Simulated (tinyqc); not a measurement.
Reverse leakage of an n+-p junction: diffusion, generation, trap-assisted and band-to-band tunnelling: one step of the calculation.

One-sided abrupt junction in the depletion approximation, x from the junction (0) to W on the p side, field F = F0 (1 - x/W). Flat quasi-Fermi levels, long p side. Traps generate through SRH with both lifetimes shortened by 1 + Gamma (Hurkx enhancement, form for moderate fields); band-to-band generation is local and needs a total bending above Eg.

Question. Field, scales and diffusion current. ni = sqrt(Nc Nv) exp(-Eg/(2 Vt)), Eg in volts; Vbi = Vt ln(Na Nd/ni^2); W = sqrt(2 eps0 eps_r (Vbi + VR)/(q Na)); F0 = 2 (Vbi + VR)/W; FG = sqrt(24 mt m0 (kB T)^3)/(q hbar); J_diff = q ni^2 sqrt(Dn/tau)(1 - exp(-VR/Vt))/Na.

Inputs (values chosen for the exercise); band and dielectric values close to those of In0.53Ga0.47As:

| symbol | value | unit | meaning |
|---|---|---|---|
| T | 350 | K | temperature |
| Eg | 0.73 | eV | band gap |
| eps_r | 14 |  | relative permittivity |
| Nc | 2.68e17 | cm^-3 | conduction-band density of states at T |
| Nv | 9.67e18 | cm^-3 | valence-band density of states at T |
| Na | 2.7e17 | cm^-3 | acceptor density of the lighter side |
| Nd | 1e19 | cm^-3 | donor density of the heavier side |
| tau | 5e-7 | s | SRH lifetime of both carriers at zero field |
| mt | 0.053 | m0 | tunnelling mass |
| Dn | 4.4 | cm^2/s | electron diffusion coefficient on the lighter side |
| VR | 1.1 | V | reverse bias |

Constants: q = 1.602176634e-19 C, kB = 1.380649e-23 J/K, hbar = 1.054571817e-34 J s, m0 = 9.1093837015e-31 kg, Vt = kB T/q, eps0 = 8.8541878128e-14 F/cm where lengths are in cm. Results are converted to the units shown.

Wanted: ni; Vbi; W; F0; FG; J_diff.

Answer.

ni = 8.9333e12 cm^-3
Vbi = 0.73124 V
W = 102.44 nm
F0 = 357.51 kV/cm
FG = 214.01 kV/cm
J_diff = 1.4048e-7 A/cm^2

Range of the model: The n+ side is degenerate, so Vbi from Boltzmann statistics is only a guide.

Numbers from tinyqc (`OMP_NUM_THREADS=1 python tinyqc.py 2290017 2290018 out.jsonl`; about 0.01 s on one thread of a shared Intel Xeon 2.30GHz).
